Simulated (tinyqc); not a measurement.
# From one set of inputs to another, one input at a time

Model: electron mobility of a polar semiconductor by Rode's iterative solution of the Boltzmann equation. Computed by tinyqc, a small Python program. Command: `OMP_NUM_THREADS=1 python tinyqc.py 3031351 3031352 out.jsonl rode ladder`. One thread of a shared host (Intel(R) Xeon(R) Processor @ 2.30GHz), about 0.05 s of CPU time with the checks.

The distribution is f(E) + e F l(E) (-df/dE) cos(theta) for a weak field F, theta counted from the force; l(E) is a mean free path. Elastic processes enter by their momentum rate, polar optical phonons by out- and in-scattering terms. One valley only: where upper valleys lie close, measured mobilities are lower. The density n is prescribed, even where a narrow-gap material would have more intrinsic carriers.

The inputs printed are set A. Set A is modelled on InAs; the values taken over come from a set modelled on GaSb. Inputs not listed in the table keep their values of set A, so the rows need not describe a real material.

Inputs (values chosen for the exercise, modelled on InAs): effective mass m = 0.0226 m_0; static permittivity eps_s = 15.1; high-frequency permittivity eps_inf = 12.3; density rho = 5680 kg/m^3; sound velocity v_l = 4310 m/s; acoustic deformation potential D_A = 6.2 eV; optical phonon energy hbar w = 30 meV; piezoelectric coupling K = 0.018; electron density n = 8.2e+17 1/cm^3; compensation ratio C = 0.45; temperature T = 300 K; grid points per phonon energy s = 10; iteration cap = 200.

Band: parabolic. Elastic processes: acoustic, piezoelectric, impurity.

Constants: k_B = 8.617333262e-05 eV/K; m_0 = 9.1093837015e-31 kg; e = 1.602176634e-19 C; hbar = 1.054571817e-34 J s; eps_0 = 8.8541878128e-12 F/m; k_B = 1.380649e-23 J/K; hbar = 6.582119569e-16 eV s.

Method:
- Parabolic band: E = hbar^2 k^2/(2 m), speed v = hbar k/m, states per spin, volume and energy g(E) = m k/(2 pi^2 hbar^2). Masses are multiplied by m_0 and all formulas are in SI units.
- The reduced Fermi level eta = E_F/(k_B T) solves n = 2 Z int g f dE with f = 1/(1 + exp(x - eta)) (Z = 1 unless valleys are given); screening length L_s = sqrt(eps_s eps_0 k_B T/(e^2 dn/deta)), dn/deta = 2 Z int g f (1 - f) dE.
- Integrals over x = E/(k_B T) use 160 Gauss-Legendre points in u = sqrt(x) from 0 to sqrt(max(eta, 0) + 32).
- N_I = n (1 + C)/(1 - C).
- Phonon occupation N_q = 1/(exp(hbar w/(k_B T)) - 1).
- Acoustic deformation potential (elastic, equipartition, absorption and emission together): 1/tau = 2 pi k_B T D_A^2 g(E)/(hbar rho v_l^2).
- Piezoelectric (elastic, unscreened, momentum relaxation): 1/tau = e^2 K^2 k_B T m (1 + 2 alpha E)/(2 pi eps_s eps_0 hbar^3 k), with alpha = 0 for a parabolic band.
- Singly charged impurities, momentum relaxation: 1/tau = N_I e^4 m (1 + 2 alpha E) Phi/(8 pi (eps_s eps_0)^2 hbar^3 k^3), with alpha = 0 for a parabolic band.
- Brooks-Herring: Phi = ln(1 + b) - b/(1 + b), b = 4 k^2 L_s^2.
- Polar optical, unscreened: W = e^2 w (1/eps_inf - 1/eps_s) m (1 + 2 alpha E') ln|(k + k')/(k - k')| / (4 pi eps_0 hbar^2 k), times N_q for absorption (E' = E + hbar w) and N_q + 1 for emission (E' = E - hbar w > 0), with alpha = 0 for a parabolic band; mean cosine of the angle <cos> = (k^2 + k'^2)/(2 k k') - 1/ln|(k + k')/(k - k')|.
- Energy grid E_j = (j + 1/2) hbar w/s, j = 0, 1, ..., up to (max(eta, 0) + 18) k_B T, so that E_j +/- hbar w are grid points; l = 0 beyond the grid; integrals are sums times the spacing.
- With f' = f(E'): out-scattering S_o = sum over absorption and emission of W (1 - f')/(1 - f); nu = sum of elastic rates; the in-scattering weights are c+ = W_abs <cos> (1 - f')/(1 - f) for E' = E + hbar w and c- likewise for emission.
- Iteration: l_new(E) = [v(E) + c+ l(E + hbar w) + c- l(E - hbar w)]/(nu + S_o), from l = 0.
- mu = e sum g v l f (1 - f) / (3 k_B T sum g f) over the grid; stop when mu changes by less than 1e-8 of itself.
- Self-energy RTA: l = v/(nu + S_o), the first iteration. Momentum RTA: l = v/(nu + S_o - c+ v(E + hbar w)/v - c- v(E - hbar w)/v), listed only where the denominator is positive on the whole grid. The polar-only value solves the same system with nu = 0; the elastic value takes l = v/nu.

Each row keeps all changes above it; columns: (1) input moved; (2) from; (3) to; (4) mobility mu (cm^2/(V s)); (5) polar-phonon mobility (cm^2/(V s)); (6) self-energy RTA mobility (cm^2/(V s)):
```
(1)                                          (2)      (3)    (4)    (5)    (6)
set A                                          -        -  11463  51748   7873
compensation ratio C                        0.45     0.13  18603  51748  10773
temperature T (K)                            300      350  17711  43581   9654
acoustic deformation potential D_A (eV)      6.2      7.4  17565  43581   9613
effective mass m (m_0)                    0.0226   0.0422   6489  13870   3665
sound velocity v_l (m/s)                    4310     4290   6487  13870   3664
optical phonon energy hbar w (meV)            30     29.3   6482  13807   3633
electron density n (1/cm^3)              8.2e+17  2.6e+18   5922  18077   3443
```

Where does the difference come from?

Mobility mu goes from 11500 to 5920, a factor 0.517 in all. The largest single move comes from effective mass m (a factor 0.369), and compensation ratio C works against it (a factor 1.62). Polar-phonon mobility goes from 51700 to 18100, a factor 0.349 in all. The largest single move comes from effective mass m (a factor 0.318), and electron density n works against it (a factor 1.31). Self-energy RTA mobility goes from 7870 to 3440, a factor 0.437 in all. The largest single move comes from effective mass m (a factor 0.381), and compensation ratio C works against it (a factor 1.37). The single moves hold for this order of the switches; the total does not depend on the order.

Caution (rows set A, compensation ratio C, temperature T, acoustic deformation potential D_A, electron density n): E_F exceeds 0.1 eV in a band of small mass, where non-parabolicity, left out here, matters. Caution (all rows): the gas is degenerate, and screening of the polar coupling, left out here, would raise the mobility.

Extremes, crossings and ranges named in words are read from the listed rows.
